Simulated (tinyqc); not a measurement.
## Field from the level spacing

Question. In a triangular well E_k = a_k (C F^2/mz1)^(1/3), a_1 = 2.338107, a_2 = 4.087949, C = hbar^2/(2 m0), F in eV/nm (1 MV/cm = 0.1 eV/nm). Find F, E_1, the mean distance 2 E_1/(3 F) of the lowest level and the sheet charge eps0 eps_r F/q behind such a field.

Parameters, values chosen for the exercise:

| symbol | value | unit | meaning |
|---|---|---|---|
| eps_r | 11.9 |  | relative permittivity |
| mz1 | 0.931 | m0 | mass along z of valley set A (2 valley(s)) |

Constants: q = 1.602176634e-19 C, hbar = 1.054571817e-34 J s, m0 = 9.1093837015e-31 kg, eps0 = 8.8541878128e-14 F/cm where lengths are in cm, hbar^2/(2 m0) = 0.0380998212 eV nm^2. Results are converted to the units shown.

spacing of the two lowest levels = 143.42623 meV

Solution. The spacing over a_2 - a_1 is the energy scale (C F^2/mz1)^(1/3), which gives F.

F = 1.160 MV/cm
E_1 = 191.6 meV
mean distance = 1.101 nm
sheet charge over q = 7.629e12 cm^-2

Numbers from tinyqc (`OMP_NUM_THREADS=1 python tinyqc.py 2160013 2160014 out.jsonl`; about 0.5 s on one thread of a shared Intel Xeon 2.30GHz).
